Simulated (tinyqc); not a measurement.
# Radius, Mott density and mass from the binding energy

Inverse problem. A donor has the isolated binding energy E0 = cc Ry, Ry = (m0 q^3/(8 eps0^2 h^2)) me/eps_r^2 in eV, radius a = q/(8 pi eps0 eps_r E0) and Mott density (0.26/a)^3. Find a, the Mott density and me.

Values chosen for this exercise:
- eps_r = 10.9 (relative permittivity)
- cc = 2.2 (ratio of the true binding energy to the hydrogenic one)

Constants: q = 1.602176634e-19 C, eps0 = 8.8541878128e-12 F/m, h = 6.62607015e-34 J s, m0 = 9.1093837015e-31 kg. Results are converted to the units shown.

E0 = 75.832758 meV

Solution. Each follows directly from E0.

a = 0.871 nm
Mott density = 2.66e19 cm^-3
me = 0.301 m0

Computed by the program tinyqc: `OMP_NUM_THREADS=1 python tinyqc.py 2330016 2330017 out.jsonl`, one thread of a shared Intel Xeon 2.30GHz, about 0.02 s for the whole run.
